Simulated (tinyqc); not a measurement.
Self-consistent Fermi level with native defects, at growth and after a quench. Changing the temperature of use T. Computed by tinyqc, a small Python program. Command: `OMP_NUM_THREADS=1 python tinyqc.py 3018185 3018186 out.jsonl scfermi sweep`. One thread of a shared host (Intel(R) Xeon(R) Processor @ 2.30GHz), about 0.07 s of CPU time with the checks.

Energies are counted from the top of the valence band (VBM); when the gap shrinks with temperature the conduction band moves and the levels stay. The added dopant is taken as fully ionised. D and A draw on one reservoir with opposite signs, as the two vacancies of a compound do.

Inputs (values chosen for the exercise, for a model semiconductor):
```
quantity,value,unit
gap E_g at 300 K,1.53,eV
slope -dE_g/dT above 300 K,0.00034,eV/K
electron mass m_e,0.0665,m_0
valleys M_c,1,-
hole mass m_h,0.666,m_0
E_f of the neutral native donor D,1.093,eV
E_f of the neutral native acceptor A,0.6443,eV
shift s of the chemical potential,0.24,eV
site density N_s,4.3e+22,cm^-3
dopant density N_X,4.1e+19,cm^-3
growth temperature T_g,1040,K
```

Added shallow dopant: donor.

levels of D above the VBM, most positive state first (eV): [0.578, 1.06]

levels of A above the VBM, (0/-1) first (eV): [0.489]

Constants: m_0 = 9.1093837015e-31 kg; k_B = 1.380649e-23 J/K; h = 6.62607015e-34 J s; k_B = 8.617333262e-05 eV/K.

Method:
- E_f(D, 0) = input + s and E_f(A, 0) = input - s; E_f(q, E_F = 0) follows from the levels, eps(q/q-1) = E_f(q - 1) - E_f(q) at E_F = 0.
- E_g(T) = E_g - slope x max(0, T - 300 K).
- N_c = 2 M_c (2 pi m_e k_B T/h^2)^(3/2) and N_v = 2 (2 pi m_h k_B T/h^2)^(3/2), masses in units of m_0.
- At growth T = T_g.
- n = N_c F_1/2((E_F - E_g)/k_B T), p = N_v F_1/2(-E_F/k_B T).
- F_1/2(eta) = (2/sqrt(pi)) int_0^infinity sqrt(x)/(1 + exp(x - eta)) dx, by the trapezoid rule in t = sqrt(x) with step 0.02 up to t = 12 (for eta < -12 by exp(eta) - exp(2 eta)/2^(3/2)).
- In equilibrium c_q = N_s exp(-(E_f(q, 0) + q E_F)/k_B T).
- Net charge = p - n + sum q c_q + N_X; the log ratio is ln(positive charge/negative charge).
- E_F is the root of the log ratio, by 50 bisections between -0.5 eV and E_g + 0.5 eV.
- After a quench the totals of D and A stay as grown, and each is shared among its charge states with weights exp(-(E_f(q, 0) + q E_F)/k_B T).

One run for each value:
```
temperature of use T (K),E_F after the quench (eV),n after the quench (cm^-3),p after the quench (cm^-3),total D (cm^-3),total A (cm^-3)
150,0.4816,9.058e-19,3.182e+02,1.080e+20,7.129e+20
210,0.4786,1.474e-08,2.613e+07,1.080e+20,7.129e+20
280,0.4749,3.970e-02,3.477e+10,1.080e+20,7.129e+20
340,0.4717,1.698e+02,1.676e+12,1.080e+20,7.129e+20
410,0.4678,1.737e+05,3.877e+13,1.080e+20,7.129e+20
470,0.4643,1.313e+07,2.812e+14,1.080e+20,7.129e+20
540,0.4601,6.203e+08,1.675e+15,1.080e+20,7.129e+20
600,0.4564,8.397e+09,5.661e+15,1.080e+20,7.129e+20
```

What does the table show, and why?

Over the rows, E_F after the quench (eV) falls from 0.482 to 0.456 (exponent d ln y / d ln x -0.019 between the first rows and -0.076 between the last). The frozen totals stay; E_F remains within 0.05 eV of the level at 0.489 eV. Densities far below 1 cm^-3 are nominal.

Caution (all rows): above about 2e19 cm^-3 defects interact, pair and form bands, which the dilute model leaves out.
